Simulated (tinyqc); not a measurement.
Worked calculation: round or elliptic silicon nanowire with anisotropic valleys (Ritz method). Values are carried at full precision from step to step, so a last printed digit may differ when a step is redone from the rounded ones.

Wire along x = [100] on a (001) wafer, y = [010], z = [001]. Valley groups, two valleys each (w = inverse masses): A, axis along z: w_y = 1/mt, w_z = 1/ml, m_x = mt; B, axis along y: w_y = 1/ml, w_z = 1/mt, m_x = mt; C, axis along x: w_y = w_z = 1/mt, m_x = ml.

Constants: hbar^2/2m0 = 3.80998211 eV angstrom^2; kB = 8.617333262e-05 eV/K.

Inputs chosen for the exercise (near those of a Si nanowire; the results hold for these values, not for the real material):

| symbol | value | unit | meaning |
|---|---|---|---|
| ml | 0.917 | m0 | longitudinal mass |
| mt | 0.19 | m0 | transverse mass |
| a | 27 | angstrom | semi-axis along y |
| b | 27 | angstrom | semi-axis along z |
| group | B |  | valley group worked out |
| T | 350 | K | temperature |

## Stretching the ellipse

Scaling y by 1/sqrt(w_y) and z by 1/sqrt(w_z) makes the mass 1 and the semi-axes A = a/sqrt(w_y), B = b/sqrt(w_z). List them with the one-function estimate 3c (1/A^2 + 1/B^2) and the slender limit c (pi/2s)^2 (1 + 2s/(pi l)), s and l the smaller and larger of A, B; c = hbar^2/2m0.

Groups:

| group | g | A | B | axis ratio | one function (eV) | slender limit (eV) |
|---|---|---|---|---|---|---|
| A | 2 | 11.77 | 25.86 | 2.197 | 0.0996 | 0.0875 |
| B | 2 | 25.86 | 11.77 | 2.197 | 0.0996 | 0.0875 |
| C | 2 | 11.77 | 11.77 | 1.000 | 0.1650 | 0.1111 |

The one-function value suits axis ratios near 1 and the slender limit ratios well above 2.

## Matrices of three even functions

Hard wall on the ellipse (y/a)^2 + (z/b)^2 = 1, c = hbar^2/2m0. With u = y/a, v = z/b the operator is -c [(w_y/a^2) d2/du2 + (w_z/b^2) d2/dv2] on the unit disc. Basis (1 - u^2 - v^2) u^i v^j; S, X and Y are the disc integrals of f f', (df/du)(df'/du) and (df/dv)(df'/dv), from the integral of u^p v^q = 2 Gamma((p+1)/2) Gamma((q+1)/2)/((p + q + 2) Gamma((p+q+2)/2)) for even p, q; H = c (w_y X/a^2 + w_z Y/b^2).

Basis 1, u^2, v^2 times (1 - u^2 - v^2); form S and H for the chosen group.

S, lower triangle:
```
            1       u^2       v^2
1    1.047198
u^2  0.130900  0.039270
v^2  0.130900  0.013090  0.039270
```

H (meV), lower triangle:
```
            1     u^2      v^2
1    104.3206
u^2   17.3868  9.5042
v^2   17.3868  2.1733  20.9226
```

## Lowest level in this basis

Solve H p = E S p for the wire level; give E, the ratios p2/p1 and p3/p1, and H11/S11.

E = 94.5 meV

ratios: -0.83  -0.25

one function = 99.6 meV

The two added functions lower the level by 5.1 meV (5.2 %), mostly by narrowing the state along u, the direction in which the stretched ellipse is long.

## Subbands

Converged values use 21 functions of each parity class (e or o in u, then in v).

The nine lowest levels of all groups and parity classes.

Subbands:

| group, parity | g | m_x (m0) | E (eV) |
|---|---|---|---|
| A ee | 2 | 0.1900 | 0.0944 |
| B ee | 2 | 0.1900 | 0.0944 |
| A eo | 2 | 0.1900 | 0.1588 |
| B oe | 2 | 0.1900 | 0.1588 |
| C ee | 2 | 0.9170 | 0.1591 |
| A ee | 2 | 0.1900 | 0.2466 |
| B ee | 2 | 0.1900 | 0.2466 |
| A oe | 2 | 0.1900 | 0.3173 |
| B eo | 2 | 0.1900 | 0.3173 |

At 350 K and without degeneracy the populations go as g sqrt(m_x) exp(-E/kB T): among these nine the lowest level, shared by A ee and B ee, holds 80 % and the light transport mass mt 90 % of the electrons. Levels above about 0.3 eV lie beyond parabolic valleys and hard walls.

## Checks

- Circle of radius a with both masses mt against c (2.404826/R)^2/m, eV: both 0.1591.

Program tinyqc; command `OMP_NUM_THREADS=1 python tinyqc.py 1282760 1282761 out.jsonl`; about 0.02 s on one thread of a shared Intel(R) Xeon(R) Processor @ 2.30GHz.
